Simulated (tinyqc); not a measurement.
From results back to parameters: donors with valley-orbit split 1s states. Two cases, with inputs chosen for the exercise.

Problem. The electron density is given and ND is hidden.

Each donor binds at most one electron, in any of its states. For a site s, W_s = sum over its states of g exp(E/kT), and the ionised share is 1/(1 + W_s exp(eta)), eta = (EF - Ec)/kT; n = Nc F_1/2(eta); neutrality n + NA = ND x (mean ionised share); holes are neglected. Nc from N = 2 (m kB T/(4 pi c))^(3/2) with c = hbar^2/2m0, in 1/angstrom^3; times 1e24 for 1/cm^3, m = md. F_j(eta) = (1/Gamma(j + 1)) integral_0^infinity x^j dx/(1 + exp(x - eta)), which tends to exp(eta) for eta << 0.

Constants: hbar^2/2m0 = 3.80998211 eV angstrom^2; kB = 8.617333262e-05 eV/K.

Find: eta; mean ionised share; ND.

Method. n/Nc gives eta, eta and W_s give the ionised share, and ND = (n + NA)/share.

Case 1.

Values chosen (near those of P in Si; the results hold for these values, not for the real material): md = 1.08 m0 (density-of-states mass of the conduction band); E = (47.1, 35.2, 34.2) meV (binding energies of 1s(A1), 1s(T2), 1s(E)); g = (2, 6, 4) (their degeneracies with spin); T = 225 K; NA = 0 1/cm^3 (compensating acceptors, all ionised).

n = 3.1823e+17 1/cm^3

Solution.

eta = -4.045
mean ionised share = 0.408
ND = 7.8e+17 1/cm^3

Case 2.

Values chosen (near those of As in Si; the results hold for these values, not for the real material): md = 1.038 m0 (density-of-states mass of the conduction band); E = (55.4, 33.9, 33) meV (binding energies of 1s(A1), 1s(T2), 1s(E)); g = (2, 6, 4) (their degeneracies with spin); T = 250 K; NA = 0 1/cm^3 (compensating acceptors, all ionised).

n = 2.0471e+16 1/cm^3

Solution.

eta = -6.893
mean ionised share = 0.931
ND = 2.2e+16 1/cm^3

Computed by tinyqc, one run a case: `OMP_NUM_THREADS=1 python tinyqc.py N N+1 out.jsonl` with N = 1651357, 1651473; one thread of a shared Intel(R) Xeon(R) Processor @ 2.30GHz, about 0.01 s a run at most.
